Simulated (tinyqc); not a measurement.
Decay of LO phonons and the hot-phonon bottleneck in the cooling of electrons: one step, computed by the program tinyqc. Command: `OMP_NUM_THREADS=1 python tinyqc.py 3026952 3026953 out.jsonl hotphonon walk`. One thread of a shared host (Intel(R) Xeon(R) Processor @ 2.30GHz), about 0.01 s of CPU time with the checks.

n(E, T) = 1/(exp(E/(k_B T)) - 1) is the Bose occupation. Electrons have a temperature T_e; the LO modes within their reach share one occupation N; the decay products stay at the lattice temperature.

Task: Electron and phonon temperatures in closed form. Net emission per electron: [(N + 1) x - N]/tau_sp with x = exp(-hbar omega/(k_B T_e)), a simple two-level balance; steady state of the modes: n [(N + 1) x - N]/tau_sp = N_m (N - N_0)/tau; power per electron P = hbar omega [(N + 1) x - N]/tau_sp. With p = P tau_sp/(hbar omega): N = N_0 + r p and x = (p + N)/(N + 1); without hot phonons N = N_0. The mode temperature T_LO solves n(hbar omega, T_LO) = N.

Inputs (values chosen for the exercise, modelled on zinc oxide): LO energy hbar omega = 73.7 meV; lattice temperature T = 500 K; power supplied per electron P = 0.68 nW.

Decay channel: two unequal phonons (Ridley).

emission time tau_sp = 4.086025 fs

equilibrium LO occupation N_0 = 0.2206648

bottleneck ratio r = 2.487845

Constants: e = 1.602176634e-19 C; k_B = 8.617333262e-05 eV/K.

Give: reduced power p; LO occupation N; electron temperature T_e; T_e without hot phonons; mode temperature T_LO.

Result:

reduced power p = 2.353e-04

LO occupation N = 0.2213

electron temperature T_e = 500.9 K

T_e without hot phonons = 500.3 K

mode temperature T_LO = 500.6 K

Caution: alpha is above 1/2, so hbar/tau_sp exceeds hbar omega and the emission time, a weak-coupling result, is only rough.
